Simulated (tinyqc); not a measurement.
What each parameter does: Tamm state at the end of a one-band chain.

A half-infinite chain with site energy 0 and hopping -t, band E = -2t cos(ka); the end site has energy D. The surface Green function of the unperturbed half chain is g = (E -/+ sqrt(E^2 - 4t^2))/(2t^2), the root with |t g| <= 1 and Im g <= 0, and with the shift G = g/(1 - D g).

Values chosen for the exercise: t = 2.45 eV (hopping); D = 3.28 eV (shift of the end site); a = 2.8 angstrom (spacing); E = -0.24 eV (energy in the band).

E = D + t^2/D, weight 1 - (t/D)^2, decay length -a/ln|t/D|, surface density -Im G/pi at E.

Results for these values:

| case | bound level (eV) | weight | decay (angstrom) | density (1/eV) |
|---|---|---|---|---|
| base | 5.1100 | 0.4421 | 9.597 | 0.0444 |

What happens to each result for E = -0.12 eV, all else kept?

Answer: bound level does not change at the printed digits; weight does not change at the printed digits; decay does not change at the printed digits; density rises from 0.0444 to 0.0454.

The same for each parameter in turn:

| case | bound level (eV) | weight | decay (angstrom) | density (1/eV) |
|---|---|---|---|---|
| base | 5.1100 | 0.4421 | 9.597 | 0.0444 |
| t = 2.5725 eV | 5.2976 | 0.3849 | 11.524 | 0.0450 |
| D = 3.936 eV | 5.4610 | 0.6125 | 5.906 | 0.0347 |
| a = 3.08 angstrom | 5.1100 | 0.4421 | 10.557 | 0.0444 |
| E = -0.12 eV | 5.1100 | 0.4421 | 9.597 | 0.0454 |

tinyqc: `OMP_NUM_THREADS=1 python tinyqc.py 1452497 1452498 out.jsonl`; about 0.01 s, one thread, shared Intel(R) Xeon(R) Processor @ 2.30GHz.
